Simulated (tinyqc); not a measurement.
Rectangular fin or nanosheet with a gate all round, subbands and threshold shift from confinement: two steps of the calculation.

Undoped body with a flat potential across it, hard walls, transport along x. Three valley pairs (g = 2 each) with the longitudinal mass along x, y or z. Non-parabolicity enters the subband edges through E (1 + al E) = gamma, so E = 2 gamma/(1 + sqrt(1 + 4 al gamma)); motion within a subband is taken as parabolic with the band-edge mass. Energies are counted from the bulk band edge.

Values chosen for this exercise; masses close to those of silicon:
```
symbol  value  unit                                                meaning
T         300     K                                            temperature
ml      0.898    m0                                      longitudinal mass
mt      0.192    m0                                        transverse mass
al        0.5  1/eV                                       non-parabolicity
t         6.4    nm                                        width (along y)
dl        0.3    nm  widening of the box by penetration into the insulator
H        38.4    nm                                       height (along z)
```

Constants: q = 1.602176634e-19 C, kB = 1.380649e-23 J/K, hbar = 1.054571817e-34 J s, m0 = 9.1093837015e-31 kg, Vt = kB T/q, hbar^2/(2 m0) = 0.0380998212 eV nm^2. Results are converted to the units shown.

Question 1. Lowest subbands. gamma = C pi^2 [a^2/(my (t + dl)^2) + b^2/(mz (H + dl)^2)], C = hbar^2/(2 m0). List the 5 lowest, labelled by valley axis and quantum numbers, with degeneracy g and N_k: N_k = g sqrt(2 mx m0 kB T/(pi hbar^2)).

Give: E_k; g; N_k.

Answer 1.

```
subband	E_k (eV)	g	N_k (cm^-1)
y1,1	0.010580	2	4.0728e6
y1,2	0.014454	2	4.0728e6
y1,3	0.020879	2	4.0728e6
y1,4	0.029807	2	4.0728e6
y2,1	0.037902	2	4.0728e6
```

Question 2. Threshold shift. Each subband has N_k = g sqrt(2 mx m0 kB T/(pi hbar^2)); without degeneracy n = exp(EF/Vt) sum N_k exp(-E_k/Vt). Classical value Nc times t H, Nc = sum over valleys of 2 g (m m0 kB T/(2 pi hbar^2))^1.5 with m = (mx my mz)^(1/3). Threshold shift dVT = Vt ln(classical value/sum N_k exp(-E_k/Vt)). Use the subbands listed.

```
subband	E_k (eV)	N_k (cm^-1)
y1,1	0.010579883	4.0727831e6
y1,2	0.014454408	4.0727831e6
y1,3	0.020879271	4.0727831e6
y1,4	0.029806741	4.0727831e6
y2,1	0.037902094	4.0727831e6
```

Find: shares; sum N_k exp(-E_k/Vt); Nc; classical value; dVT.

Answer 2.

shares, subband y1,1 to y2,1 (%): 29.805  25.657  20.011  14.168  10.359
sum N_k exp(-E_k/Vt) = 9.0753e6 cm^-1
Nc = 2.7394e19 cm^-3
classical value = 6.7325e7 cm^-1
dVT = 51.807 mV

Computed by the program tinyqc: `OMP_NUM_THREADS=1 python tinyqc.py 2350073 2350074 out.jsonl`, one thread of a shared Intel Xeon 2.30GHz, about 0.3 s for the whole run.
